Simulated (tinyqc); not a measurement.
## Interface traps from C-V curves, high-low and Terman methods: subthreshold swing with traps

MOS capacitor on an n-type substrate; psi is the band bending, negative in depletion; only majority carriers are counted. At the bending psi the Fermi level lies y = xi - psi below the conduction edge at the surface, xi = Vt ln(Nc/Nd). Dit(y) = D0 + D1 exp(-y/E1); traps fill up to the Fermi level, follow the bias and a slow signal, and do not follow a fast one. V is the gate voltage from flat band.

Cox = 3.9 eps0/EOT, LD = sqrt(eps0 eps_r Vt/(q Nd)), u = psi/Vt, Cd = (eps0 eps_r/(sqrt(2) LD)) |exp(u) - 1|/sqrt(exp(u) - u - 1). At psi = -0.238 V the swing of a transistor with this gate would be S = Vt ln 10 (1 + (Cd + q Dit)/Cox), Dit as above.

Values chosen for this exercise; band and dielectric values close to those of silicon: temperature T = 250 K; relative permittivity eps_r = 11.9; conduction-band density of states at T Nc = 2.15e19 cm^-3; donor density Nd = 3.8e16 cm^-3; equivalent oxide thickness EOT = 21 nm; band-tail density at the conduction edge D1 = 1.5e13 cm^-2 eV^-1; decay energy of the tail E1 = 0.16 eV.

Constants: q = 1.602176634e-19 C, kB = 1.380649e-23 J/K, Vt = kB T/q, eps0 = 8.8541878128e-14 F/cm where lengths are in cm. Results are converted to the units shown.

Subthreshold swing with traps:
```
D0 (cm^-2 eV^-1),Dit (cm^-2 eV^-1),q Dit/Cox,S (mV/decade)
8.5e9,1.452e12,1.415,156.5
2.5e10,1.469e12,1.431,157.3
7.3e10,1.517e12,1.478,159.6
2.1e11,1.654e12,1.611,166.3
6.2e11,2.064e12,2.011,186.1
1.8e12,3.244e12,3.160,243.1
5.3e12,6.744e12,6.571,412.3
1.5e13,1.644e13,16.02,881.1
```

What does the comparison show?

S rises from 157 to 881 mV/decade; without traps it is 86.3. The traps add 10 mV/decade at Dit = 2.07e11 cm^-2 eV^-1 and equal Cox at 1.03e12.

Program tinyqc, `OMP_NUM_THREADS=1 python tinyqc.py 2030173 2030174 out.jsonl`; Intel Xeon 2.30GHz, shared host, one thread, about 0.01 s.
